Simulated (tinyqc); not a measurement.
Bloch-Grueneisen resistivity of a metal: one step, computed by the program tinyqc. Command: `OMP_NUM_THREADS=1 python tinyqc.py 3004459 3004460 out.jsonl bg walk`. One thread of a shared host (Intel(R) Xeon(R) Processor @ 2.30GHz), about 0.01 s of CPU time with the checks.

Electrons scatter from a Debye spectrum of phonons (n = 5 for scattering within one band, n = 3 for scattering into a second, heavy band) and from static defects.

Problem. Scale of the phonon resistivity. rho_ph = (n - 1) rho_1 (T/Theta)^n J_n(Theta/T), with rho_1 = 2 pi lambda_tr k_B Theta/(hbar eps_0 w_p^2), the high-temperature line at T = Theta.

Inputs (values chosen for the exercise, modelled on ruthenium): Debye temperature Theta = 406 K; transport coupling lambda_tr = 0.45; Drude plasma energy hbar w_p = 7.7 eV.

Addition: saturation.

Constants: k_B = 1.380649e-23 J/K; hbar = 1.054571817e-34 J s; eps_0 = 8.8541878128e-12 F/m; hbar = 6.582119569e-16 eV s.

Give: rho_1.

Solution.

rho_1 = 12.40 microohm cm
